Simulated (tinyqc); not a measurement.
From results back to parameters: heavy doping: gap narrowing, degeneracy and the minority density. Three cases, with inputs chosen for the exercise.

Problem. The minority density was computed from a hidden true narrowing dEg.

F_j(eta) = (1/Gamma(j + 1)) integral_0^infinity x^j dx/(1 + exp(x - eta)), which tends to exp(eta) for eta << 0.

Majority: N = Nc F_1/2(eta), eta the distance of EF beyond the majority band edge in kT. Degeneracy factor gam = F_1/2(eta)/exp(eta). ni0^2 = Nc Nv exp(-Eg/kT); product n p = ni0^2 gam exp(dEg/kT), dEg the true narrowing; apparent narrowing dEa = dEg + kT ln gam; minority density = n p/N.

Constants: kB = 8.617333262e-05 eV/K.

Case 1.

Values chosen (gap and densities of states near those of Si at this temperature; narrowing constants near the fits for Si; the results hold for these values, not for the real material):
- N = 2.1e+18 1/cm^3 (ionised donors, equal to the majority density)
- Eg = 1.101 eV (gap)
- Nc = 4.21e+19 1/cm^3 (conduction-band density of states)
- Nv = 1.75e+19 1/cm^3 (valence-band density of states)
- T = 400 K

minority density = 2.02791e+07 1/cm^3

Case 2.

Values chosen (gap and densities of states near those of Si at this temperature; narrowing constants near the fits for Si; the results hold for these values, not for the real material):
- N = 4.2e+19 1/cm^3 (ionised donors, equal to the majority density)
- Eg = 1.134 eV (gap)
- Nc = 2.1e+19 1/cm^3 (conduction-band density of states)
- Nv = 8.62e+18 1/cm^3 (valence-band density of states)
- T = 250 K

minority density = 0.00101469 1/cm^3

Case 3.

Values chosen (gap and densities of states near those of Si at this temperature; narrowing constants near the fits for Si; the results hold for these values, not for the real material):
- N = 2.3e+18 1/cm^3 (ionised donors, equal to the majority density)
- Eg = 1.089 eV (gap)
- Nc = 4.29e+19 1/cm^3 (conduction-band density of states)
- Nv = 1.74e+19 1/cm^3 (valence-band density of states)
- T = 400 K

minority density = 2.00304e+07 1/cm^3

Find: dEa; gam; dEg.

Solution. dEa = kT ln(minority x N/ni0^2); gam follows from N alone, and dEg = dEa - kT ln gam.

Case 1.

dEa = 50.31 meV
gam = 0.9825
dEg = 50.92 meV

Case 2.

dEa = 61.13 meV
gam = 0.5024
dEg = 75.96 meV

Case 3.

dEa = 40.57 meV
gam = 0.9812
dEg = 41.23 meV

Computed by tinyqc, one run a case: `OMP_NUM_THREADS=1 python tinyqc.py N N+1 out.jsonl` with N = 1681475, 1681735, 1681773; one thread of a shared Intel(R) Xeon(R) Processor @ 2.30GHz, about 0.02 s a run at most.
